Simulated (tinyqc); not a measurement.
Sharpness of the interface: valley splitting of a silicon quantum well in envelope theory.

The well lies at 0 < z < L; U(z) = V0 [1/(1 + exp(z/w)) + 1/(1 + exp((L - z)/w))] - e F z, 1 mV/nm = 1e-4 eV/angstrom. The envelope psi solves -(c/ml) psi'' + U psi = E psi, c = hbar^2/2m0, by three-point differences on a grid of 0.1 angstrom from -40 to L + 40 angstrom. The two valleys at +/- k0 couple through D = C0 times the integral of exp(-i q z) U(z) psi^2, q = 2 k0 (2 pi/a), and split by Ev = 2|D|.

Random alloy: with Y(z) = Yw + (Yb - Yw) B(z), B the bracket in U, and in-plane density exp(-r^2/ad^2)/(pi ad^2), D gains a random complex part of variance sigma^2 = (C0^2/pi)(a^2 V0/(8 ad (Yb - Yw)))^2 (4/a) times the integral of psi^4 Y (1 - Y). Alone it gives a mean splitting sqrt(pi) sigma; together with the smooth part the rms splitting is 2 sqrt(|D|^2 + sigma^2).

Constants: hbar^2/2m0 = 3.80998211 eV angstrom^2.

Parameters, chosen for this exercise (near those of a strained Si well in SiGe; not measured data): L = 70 angstrom (well width); V0 = 0.2 eV (conduction offset); ml = 0.911 m0 (mass along z); F = 11.7 mV/nm (field pressing towards the upper interface); k0 = 0.852 2 pi/a (valley position); a = 5.431 angstrom (lattice constant); C0 = 0.246 (Bloch overlap factor); Yb = 0.33 (Ge share of the barrier); Yw = 0 (Ge share of the well); ad = 100 angstrom (dot radius); ws = (0.3, 0.6, 0.9, 1.3, 2, 2.8, 4.9) angstrom (interface widths).

The smooth part 2|D| and the disorder part against w, beside y/sinh(y) with y = pi q w. The 12 to 88 % width of the step is 4w.

Results:
```
w (angstrom)  4w (angstrom)  2|D| (micro-eV)  y/sinh(y)  sqrt(pi) sigma (micro-eV)
0.3                     1.2           173.68       0.59                       16.0
0.6                     2.4            53.95       0.18                       18.2
0.9                     3.6            12.97      0.042                       20.9
1.3                     5.2             1.65     0.0051                       25.2
2.0                     8.0             0.04    0.00010                       33.3
2.8                    11.2             0.00    1.0e-06                       42.7
4.9                    19.6             0.00    4.0e-12                       65.8
```

The smooth part needs a Fourier component of U psi^2 at a wavelength of 3.19 angstrom; from the first row to the third it falls by a factor 13.4, while y/sinh(y) falls by 14 (the envelope near the step and the phase between the two interfaces change too). The disorder part goes from 16.0 to 65.8 micro-eV, growing as the electron overlaps more alloy. It takes over between w = 0.6 and 0.9 angstrom, that is a step 2.4 to 3.6 angstrom wide, with 1.36 angstrom to an atomic layer.

(tinyqc, `OMP_NUM_THREADS=1 python tinyqc.py 1282123 1282124 out.jsonl`, Intel(R) Xeon(R) Processor @ 2.30GHz, 1 thread, shared host, about 0.1 s.)
